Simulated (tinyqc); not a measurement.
From results back to parameters: Koster-Slater impurity in an sp3s* host.

Problem. In the Koster-Slater model a defect shifts the s level of its site by Vs and the p levels by Vp; an A1 level solves 1/Vs = G_s(E) and a T2 level 1/Vp = G_p(E), E from the top of the valence band. A defect has an A1 level at E = 1.1301 eV, one of the energies of the table, and a T2 level at 1.1301 eV.

G(E) of the host (1/eV):
```
E (eV)         G_s         G_p
0.0000   0.0315777   0.3689523
0.2825   0.0220506   0.2440992
0.5651   0.0112534   0.1844310
0.8476  -0.0017295   0.1417382
1.1301  -0.0183835   0.1067148
1.4126  -0.0416191   0.0747704
1.6952  -0.0784668   0.0419568
1.9777  -0.1536251   0.0016153
2.2602  -0.7267350  -0.0967459
```

Find: Vs, Vp.

Solution. Read G_s and G_p at the two energies and invert them. Vs is attractive and pulls its level down from the conduction bands. Vp is repulsive and pushes its level up from the valence bands.

Vs, Vp (eV): -54.4  9.4

Program tinyqc; command `OMP_NUM_THREADS=1 python tinyqc.py 1481348 1481349 out.jsonl`; about 0.05 s on one thread of a shared Intel(R) Xeon(R) Processor @ 2.30GHz.
